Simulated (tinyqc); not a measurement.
# Heated strip on a layer stack, thermal resistances with spreading: several studies

A long strip of width ws dissipates Pw per length on three layers over a heat sink. Heat is taken to spread at 45 degrees, so the width of the flow grows by twice the depth: w1 = ws + 2 t1, w2 = w1 + 2 t2, w3 = w2 + 2 t3 at the bottoms of the layers. This is a rule of thumb, not a solution of the heat equation.

Inputs (values chosen for the exercise); conductivities close to those of gallium arsenide (layer 1), gallium arsenide (layer 2) and solder (layer 3):
- T0 = 323 K (heat-sink temperature)
- ws = 0.93 um (width of the heated strip)
- Pw = 1.8 W/mm (power per length of the strip)
- t1 = 0.72 um (thickness of layer 1)
- k1 = 47.7 W/(m K) (conductivity of layer 1)
- Rb = 12 m^2 K/GW (boundary resistance between layers 1 and 2)
- t2 = 200 um (thickness of layer 2)
- k2 = 48 W/(m K) (conductivity of layer 2 at 300 K)
- p = 1.1 (exponent in k2(T) = k2 (300 K/T)^p)
- t3 = 30 um (thickness of layer 3)
- k3 = 56.4 W/(m K) (conductivity of layer 3)

Each table varies one quantity; the others keep the values above.

## Effect of the width of the heated strip

Resistances times length: layer i, ln(w_i/w_(i-1))/(2 k_i) with w0 = ws; boundary, Rb/w1. From the sink upward: Ta = T0 + Pw R3; across layer 2 the Kirchhoff transform gives Tb^(1-p) = Ta^(1-p) + (1 - p)(300 K)^(-p) Pw R2; Tc = Tb + Pw Rboundary; Tj = Tc + Pw R1. The share is that of R1 + Rboundary in the sum of the four resistances.

Effect of the width of the heated strip:
```
ws (um)  sum of resistances (K mm/W)  share of layer 1 and boundary (%)  Tj - T0 (K)  (Tj - T0)/Pw (K mm/W)
0.3                            83.24                              30.42        183.6                  102.0
0.62                           74.58                              24.69        166.1                  92.29
1.3                            65.41                              18.64        146.6                  81.43
2.7                            56.33                              13.10        126.2                  70.09
5.6                            47.59                              8.623        105.7                  58.72
12                             38.97                              5.339        85.21                  47.34
24                             31.59                              3.426        67.81                  37.67
50                             24.26                              2.188        50.96                  28.31
```

As ws goes from 0.3 to 50 um, Tj - T0 falls from 184 to 51.0 K, on average as ws^(-0.25), and the share of layer 1 and the boundary falls from 30.4 to 2.19 %.

## Effect of the conductivity of layer 2 at 300 K

Same model as above.

Effect of the conductivity of layer 2 at 300 K:
```
k2 (W/(m K))  sum of resistances (K mm/W)  share of layer 1 and boundary (%)  Tj - T0 (K)  (Tj - T0)/Pw (K mm/W)
30                                  101.7                              14.62        257.1                  142.8
50                                  67.45                              22.05        149.6                  83.12
100                                 41.77                              35.59        84.08                  46.71
150                                 33.22                              44.76        64.65                  35.92
250                                 26.37                              56.39        49.89                  27.72
400                                 22.52                              66.03        41.88                  23.27
1000                                18.67                              79.65        34.08                  18.93
2000                                17.38                              85.53        31.52                  17.51
```

As k2 goes from 30 to 2000 W/(m K), Tj - T0 falls from 257 to 31.5 K, on average as k2^(-0.50), and the share of layer 1 and the boundary rises from 14.6 to 85.5 %. At k2 = 30 W/(m K) Tj passes 550 K, beyond usual device limits, and k1 and k3 would no longer be constant.

## Effect of the thickness of layer 1

Same model as above.

Effect of the thickness of layer 1:
```
t1 (um)  sum of resistances (K mm/W)  share of layer 1 and boundary (%)  Tj - T0 (K)  (Tj - T0)/Pw (K mm/W)
0.072                         75.614                             16.772       175.55                 97.527
0.13                          74.534                             16.997       172.35                 95.750
0.23                          73.098                             17.573       167.91                 93.282
0.42                          71.269                             18.978       161.83                 89.908
0.75                          69.463                             21.603       155.13                 86.183
1.3                           67.974                             25.570       148.65                 82.586
2.4                           66.751                             31.691       141.96                 78.868
4.3                           66.036                             38.845       136.47                 75.818
```

Read the table: what changes, and by how much?

As t1 goes from 0.072 to 4.3 um, Tj - T0 falls from 176 to 136 K, on average as t1^(-0.06), and the share of layer 1 and the boundary rises from 16.8 to 38.8 %. For t1 = 0.072 to 0.13 um a length is under 0.2 um, where phonon mean free paths in a crystal make Fourier conduction rough.

Computed by the program tinyqc: `OMP_NUM_THREADS=1 python tinyqc.py 2520138 2520139 out.jsonl`, one thread of a shared Intel Xeon 2.30GHz, about 0.01 s for the whole run.
